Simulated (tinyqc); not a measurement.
# Inputs raised by 5 %, one at a time

Model: quasi-harmonic thermal expansion with mode Grueneisen parameters. Computed by tinyqc, a small Python program. Command: `OMP_NUM_THREADS=1 python tinyqc.py 3017690 3017691 out.jsonl qha sens`. One thread of a shared host (Intel(R) Xeon(R) Processor @ 2.30GHz), about 0.07 s of CPU time with the checks.

A crystal with two atoms a cell; per atom there are 1 transverse acoustic (TA), 1/2 longitudinal acoustic (LA) and 3/2 optical (O) modes. Every frequency of group i scales as nu_i (V/V0)^(-gamma_i). The acoustic groups have Debye spectra, density 3 nu^2/nu_i^3 up to nu_i (40 Gauss-Legendre points); the optical group has one frequency. Static energy: E = (9 V0 B0/16) [y^3 B' + y^2 (2 - 4 y)], y = (V0/V)^(2/3) - 1, with pressure P_s = (3 B0/2) (z^7 - z^5) [1 + (3/4)(B' - 4)(z^2 - 1)], z = (V0/V)^(1/3).

Inputs (values chosen for the exercise, modelled on silicon carbide):
```
quantity,value,unit
static volume V0,10.4,angstrom^3/atom
static bulk modulus B0,232,GPa
static B',3.91,-
frequency nu_TA,11.5,THz
frequency nu_LA,17.6,THz
frequency nu_O,25.3,THz
Grueneisen parameter gamma_TA,0.084,-
Grueneisen parameter gamma_LA,1.1,-
Grueneisen parameter gamma_O,1.1,-
temperature T,300,K
step factor f,1,-
```

Acoustic groups: Debye.

Constants: h x 1 THz = 4.135667696 meV; k_B = 8.617333262e-05 eV/K; 1 eV/angstrom^3 = 160.2176634 GPa.

Method:
- For a mode with x = h nu/(k_B T), n = 1/(exp(x) - 1): U = h nu (n + 1/2), C/k_B = x^2 n (n + 1); U_i and C_i sum these over group i with its weight per atom.
- Phonon pressure P_ph = sum_i gamma_i U_i/V.
- Start at V0 and step V(new) = V [1 + f (P_s + P_ph)/B0]; stop when |P_s + P_ph| < 1e-8 GPa, after 60 steps, or when V leaves 0.7 to 1.3 V0.
- B_T = -V d(P_s + P_ph)/dV at fixed T (central difference, step 1e-4 V); alpha_V = sum gamma_i C_i k_B/(B_T V), all at V(T); the linear coefficient is alpha_L = alpha_V/3.
- C_P - C_V = alpha_V^2 B_T V T; the optical frequency is nu_O (V/V0)^(-gamma_O).
- At T = 0, U_i is the zero-point energy (h nu/2 a mode); solve P_s + P_ph = 0.

Runs:
```
input moved,from,to,linear expansion coefficient (ppm/K),volume change from V0 (%),isothermal bulk modulus B_T (GPa),zero-point volume change (%)
base run,-,-,1.8315,0.74242,228.49,0.68457
static volume V0 (angstrom^3/atom),10.4,10.92,1.7427,0.70691,228.66,0.65189
static bulk modulus B0 (GPa),232,243.6,1.7427,0.70691,240.09,0.65189
static B',3.91,4.1055,1.8342,0.74296,228.16,0.68502
Grueneisen parameter gamma_TA,0.084,0.0882,1.8384,0.74327,228.48,0.68507
Grueneisen parameter gamma_LA,1.1,1.155,1.8689,0.74890,228.46,0.68954
Grueneisen parameter gamma_O,1.1,1.155,1.8811,0.77212,228.42,0.71313
temperature T (K),300,315,1.9598,0.75102,228.40,0.68457
```

Exponents ln(y'/y) / ln(x'/x):
```
input,linear expansion coefficient,volume change from V0,isothermal bulk modulus B_T,zero-point volume change
static volume V0,-1.019,-1.004,0.015,-1.002
static bulk modulus B0,-1.019,-1.004,1.015,-1.002
static B',0.030,0.015,-0.030,0.014
Grueneisen parameter gamma_TA,0.077,0.023,0.000,0.015
Grueneisen parameter gamma_LA,0.414,0.178,-0.002,0.148
Grueneisen parameter gamma_O,0.548,0.804,-0.006,0.838
temperature T,1.388,0.236,-0.008,0.000
```

Which inputs matter most for each result?

Among the inputs moved here: linear expansion coefficient answers most in size to temperature T (exponent +1.388), next to static volume V0 (-1.019). Its exponent -1.019 in static volume V0: alpha_L = gamma C/(3 B V). Its exponent -1.019 in static bulk modulus B0: alpha_L = gamma C/(3 B V). Volume change from V0 answers most in size to static volume V0 (exponent -1.004), and about equally to static bulk modulus B0 (-1.004). Isothermal bulk modulus B_T answers most in size to static bulk modulus B0 (exponent +1.015), next to static B' (-0.030); its exponent is below 0.0005 for Grueneisen parameter gamma_TA. zero-point volume change answers most in size to static volume V0 (exponent -1.002), and about equally to static bulk modulus B0 (-1.002); its exponent is below 0.0005 for temperature T. Its exponent -1.002 in static bulk modulus B0: the shift is P_ph/B0.
